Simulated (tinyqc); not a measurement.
Anisotropic wet etching of Si(100): plane rates, V-grooves, membranes and undercut: one step, computed by the program tinyqc.

A long slot opens the mask on a (100) wafer. The floor etches at R100; (111) walls stand at theta = arctan(sqrt2) = 54.7356 degrees to the surface and recede at R111 along their normal.

Task: Designing a membrane from the back side. Etch depth d - membrane, time = depth/R100; for a membrane as wide as w the opening must be w + sqrt2 depth - 2 u time; oxide mask consumed R_ox x time; a 1 K error changes the depth by the fraction E/(k_B T^2); a convex mask corner, such as that of a mesa, would retreat by c x depth.

Inputs (values chosen for the exercise, close to those used for potassium hydroxide solutions):
```
quantity,value,unit
"activation energy of (100), E",0.595,eV
"corner undercut rate over (100) rate, c",2.4,-
bath temperature T,95,C
"width w (mask opening along <110>, or membrane width in the design step)",26,um
wafer thickness d,675,um
membrane thickness wanted,3.4,um
```

R100 = 2.648301 um/min

lateral rate u = 0.02237809 um/min

R_ox = 0.01786188 um/min

Constants: k_B = 8.617333262e-05 eV/K.

Give: time to reach the membrane; opening needed; oxide consumed; depth error per kelvin; retreat of a convex corner.

Result:

time to reach the membrane = 253.6 min

opening needed = 964.4 um

oxide consumed = 4530 nm

depth error per kelvin = 34.21 um

retreat of a convex corner = 1611.84 um

The error per kelvin is 1006 % of the membrane, so a timed etch cannot hold it and an etch stop is needed. The oxide loss calls for a nitride mask. A corner retreat larger than the depth shows why mesas need compensation structures. Caution: rates also depend on concentration, doping, additives and stirring, all held fixed here.
